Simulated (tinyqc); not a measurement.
Defect-molecule model of a vacancy with Jahn-Teller distortion, step by step. Values are carried at full precision from step to step, so a last printed digit may differ when a step is redone from the rounded ones.

Four dangling hybrids a, b, c, d point into the vacancy: H_ii = E0, and -gm between any two. A tetragonal distortion Q pairs a with b and c with d: those two couplings become -gm - I Q and the other four -gm + I Q/2, at an elastic cost k Q^2/2. The a1 level holds two electrons; charge states 2+, + and 0 put n = 0, 1, 2 more into the lowest level of t2 origin. Energy from the 2+ state at Q = 0, with the Fermi level mu counted from Ev: W_n(Q) = n (et - 2 I Q) + k Q^2/2 + Uc n (n - 1)/2 - n mu. et = E0 + gm is the undistorted t2 level.

Inputs chosen for the exercise (of the size used for the vacancy in silicon; shifted at random, so the results belong to these values and not to a real crystal): E0 = 0 eV (level of a dangling hybrid, from Ev); gm = 0.35 eV (coupling between two dangling hybrids); I = 1.18 eV/angstrom (Jahn-Teller coupling); k = 17.3 eV/angstrom^2 (force constant of the mode); Uc = 0.24 eV (repulsion of two electrons in one orbital); Q = 0.25 angstrom (a trial distortion).

## The molecule at a trial distortion

Fill in H at Q.

H (eV):
```
,a,b,c,d
a,0,-0.6450,-0.2025,-0.2025
b,-0.6450,0,-0.2025,-0.2025
c,-0.2025,-0.2025,0,-0.6450
d,-0.2025,-0.2025,-0.6450,0
```

## One-electron levels

Diagonalise. By symmetry: a + b + c + d at E0 - 3 gm, a + b - c - d at E0 + gm - 2 I Q, and the pair a - b, c - d at E0 + gm + I Q.

levels (eV): -1.0500  -0.2400  0.6450  0.6450

The t2 triplet has split by 3 I Q = 0.8850 eV, and its centre has stayed.

## Relaxed charge states

Minimise W_n over Q: Q_n = 2 n I/k, gain n^2 E_JT with E_JT = 2 I^2/k. W_n at mu = 0 is n et - n^2 E_JT + Uc n (n - 1)/2.

E_JT = 0.1610 eV

States:
```
n,charge,Q_n (angstrom),gain (eV),W_n (eV)
0,2+,0.0000,0.0000,0.0000
1,+,0.1364,0.1610,0.1890
2,0,0.2728,0.6439,0.2961
```

## Transition levels and the effective U

From the energies W_n of the relaxed states with n = 0, 1, 2 electrons: E(2+/+) = W1 - W0, E(+/0) = W2 - W1, U_eff = E(+/0) - E(2+/+), E(2+/0) = (W2 - W0)/2.

levels above Ev (eV): (2+/+) 0.1890, (+/0) 0.1071, (2+/0) 0.1481

U_eff = -0.0819 eV

U_eff < 0: the second electron is bound more strongly than the first, the + state is never the lowest, and the charge changes by two at 0.1481 eV.

## Vertical against thermal levels

At fixed Q the level for adding the first electron is et - 2 I Q. Capture into 2+ at Q0 = 0 costs et; removal from + at Q1 = 2 I/k takes place at et - 2 E_JT, E_JT = 2 I^2/k; the thermal level lies between, and the Franck-Condon shift is E_JT on each side. et = E0 + gm.

levels (eV): vertical at Q0 0.3500, thermal 0.1890, vertical at Q1 0.0281

Stokes shift = 0.3219 eV

## Checks

- W2 from the formula against a numerical minimum over Q with the level from H(Q): both 0.29612.

Run: tinyqc, `OMP_NUM_THREADS=1 python tinyqc.py 1452293 1452294 out.jsonl`; Intel(R) Xeon(R) Processor @ 2.30GHz, one thread, shared host; about 0.01 s of CPU time with all checks.
